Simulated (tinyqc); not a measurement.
Worked calculation: surface photovoltage measurement of the minority-carrier diffusion length in a wafer. Computed by tinyqc, a small Python program that keeps every step. Command: `OMP_NUM_THREADS=1 python tinyqc.py 3130135 3130136 out.jsonl spv walk`. One thread of a shared host (Intel(R) Xeon(R) Processor @ 2.30GHz), about 0.01 s of CPU time with the checks. Intermediate numbers are printed to about 5 digits and carried at full precision; extremes and crossings named in words are read from the listed rows.

Low injection, steady light, a depletion layer much thinner than 1/alpha and L. The excess density dn is taken at the front edge of the neutral region; light that reaches the back is lost.

Inputs (values chosen for the exercise, modelled on p-type silicon at room temperature):
```
quantity                                             value               unit
diffusion length L                                     850         micrometre
wafer thickness W                                      625         micrometre
diffusivity D                                         25.7             cm^2/s
front recombination velocity S_f                      4200               cm/s
back recombination velocity S_b                       1000               cm/s
photon flux entering                               1.1e+12         1/(cm^2 s)
minority density at the surface barrier scale n_0    2e+08             1/cm^3
temperature T                                          298                  K
wavelength                                             902                 nm
relative noise of each reading                           0                  %
diffusion length after pair splitting over L          0.52                  -
iron factor C                                        1e+16  micrometre^2/cm^3
```

Constants: k_B = 8.617333262e-05 eV/K.

## One wavelength

alpha = (84.732/lambda - 76.417)^2 per cm with lambda in micrometre (an empirical fit for silicon between 0.7 and 1.05 micrometre). Thick wafer: dn = Phi L/((S_f + D/L)(L + 1/alpha)). Finite wafer, with s = S_b L/D, w = W/L, a = alpha L: dn = [Phi a/(a^2 - 1)] [a - B - exp(-alpha W)(a - s)/(cosh w + s sinh w)]/(S_f + B D/L), B = (sinh w + s cosh w)/(cosh w + s sinh w). Photovoltage V = (k_B T/e) ln(1 + dn/n_0). Lifetime = L^2/D.

alpha = 306.98 1/cm

penetration depth 1/alpha = 32.575 micrometre

dn, thick wafer = 2.3530e+08 1/cm^3

B = 1.2807

dn, finite wafer = 2.2836e+08 1/cm^3

photovoltage V = 19.559 mV

lifetime = 281.13 microsecond

Caution: dn is not small against n_0, so V is not linear in the flux; the constant-flux reading then needs dn, not V.

## The linear plot

normal deviates g for the noise: 1.78  0.76  0.11  2.10  -0.34  -0.80  1.84

Readings y = (Phi/dn) (1 + noise x g) at 780, 830, 880, 920, 950, 975 and 995 nm; a least-squares line y = c (1/alpha + L_app) gives L_app = intercept/slope.

Readings:
```
lambda (nm)  1/alpha (micrometre)  y (cm/s)  line (cm/s)
780                          9.64    4654.2       4644.7
830                         15.18    4693.1       4687.1
880                         25.33    4765.0       4764.8
920                         40.66    4875.4       4882.0
950                         61.28    5027.6       5039.7
975                         90.92    5255.6       5266.5
995                        130.89    5586.0       5572.2
```

slope = 7.6490 cm/(s micrometre)

apparent length L_app = 597.59 micrometre

error of L_app (rounded to 0.001) = -29.695 %

Without noise the error would be -29.7 %, from the finite thickness at W/L = 0.7. S_f scales all readings alike and leaves L_app unchanged.

## Where the wafer is too thin

No noise; L is varied at fixed W, and the last two columns set S_b to 0 and to 1e7 cm/s.

Apparent length (micrometre):
```
L          W/L  given S_b  S_b = 0  S_b = 1e7
31.2    20.032      31.20     31.2      31.20
62.5    10.000      62.50     62.5      62.50
125.0    5.000     125.03    125.1     124.85
188.0    3.324     188.19    190.0     185.71
312.0    2.003     308.28    338.1     285.54
500.0    1.250     453.32    647.2     376.13
812.0    0.770     587.44   1396.4     438.23
1310.0   0.477     669.57   3034.8     468.94
2500.0   0.250     716.89   7352.9     484.66
```

With a fast back surface L_app levels off, at 485 micrometre in the last row; with a passive one it reaches up to 2.94 times L among these rows and is 7350 in the last. All three columns are within 5 % of L down to W/L = 3.3.

## Iron from two lengths

Splitting iron-boron pairs in boron-doped silicon shortens L; with nothing else changing, [Fe] = C (1/L_after^2 - 1/L^2). It is evaluated with the true lengths and with the apparent ones (without noise), which differ when the wafer is not thick against L.

L_after = 442 micrometre

[Fe] from the true lengths = 3.7346e+10 1/cm^3

[Fe] from the apparent lengths = 3.0198e+10 1/cm^3

bias, apparent over true less 1 (rounded to 0.001) = -19.14 %

Checks made by the program: dn against a finite-difference solution (relative difference 2e-06).
